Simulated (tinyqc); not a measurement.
Tuning the antireflection layer: standing waves and exposure in a photoresist film.

Normal incidence from air. Unexposed resist: N1 = n1 + i k1 with k1 = (A + B) lam/(4 pi), lam in micrometres. r01 = (1 - N1)/(1 + N1), t01 = 2/(1 + N1). Below the resist lie the layer Na = na + i ka and the substrate Ns = ns + i ks: r12 = (r1a + ras x)/(1 + r1a ras x), x = exp(4 pi i Na da/lam), r1a = (N1 - Na)/(N1 + Na), ras = (Na - Ns)/(Na + Ns). With p = exp(2 pi i N1 d/lam), the field at depth z is E(z) = t01 [exp(2 pi i N1 z/lam) + r12 p^2 exp(-2 pi i N1 z/lam)]/(1 + r01 r12 p^2), the relative intensity I(z) = n1 |E(z)|^2 and the reflectance R = |(r01 + r12 p^2)/(1 + r01 r12 p^2)|^2.

Inputs chosen for the exercise (a resist on Si, indices near tabulated ones; the results hold for these values, not for the real material): lam = 365 nm (vacuum wavelength); n1 = 1.728 (resist index); A = 0.81 1/micrometre (bleachable absorption (Dill A)); B = 0.05 1/micrometre (fixed absorption (Dill B)); d = 648 nm (resist thickness); ns = 6.639 (substrate n); ks = 2.676 (substrate k); na = 1.772 (n of the bottom antireflection layer); ka = 0.27 (its k).

da takes the values listed; the contrast is (Imax - Imin)/(Imax + Imin) over the lowest period of the resist (60 depths).

Results:
```
da (nm)  |r12|^2  contrast
0         0.4029     0.892
10        0.3925     0.865
20        0.3545     0.845
30        0.2882     0.801
50        0.1375     0.634
60        0.0862     0.532
75        0.0531     0.441
90        0.0580     0.464
110       0.0762     0.468
140       0.0447     0.370
```

Give the missing row, da (nm) = 40.

Computed row:
```
da (nm)  |r12|^2  contrast
40        0.2091     0.725
```

|r12|^2 starts at 0.4029 and is lowest, 0.0447, at 140 nm of those listed, where the contrast is 0.370 against 0.892. The contrast follows 2|r|/(1 + |r|^2), so even |r12|^2 = 0.01 leaves about 0.2. No listed thickness brings |r12|^2 below 0.01.

Computed by tinyqc, a small Python program: `OMP_NUM_THREADS=1 python tinyqc.py 1650051 1650052 out.jsonl` (the numbers bound the seed that draws the inputs); one thread of a shared host (Intel(R) Xeon(R) Processor @ 2.30GHz), about 0.01 s for the whole set of steps.
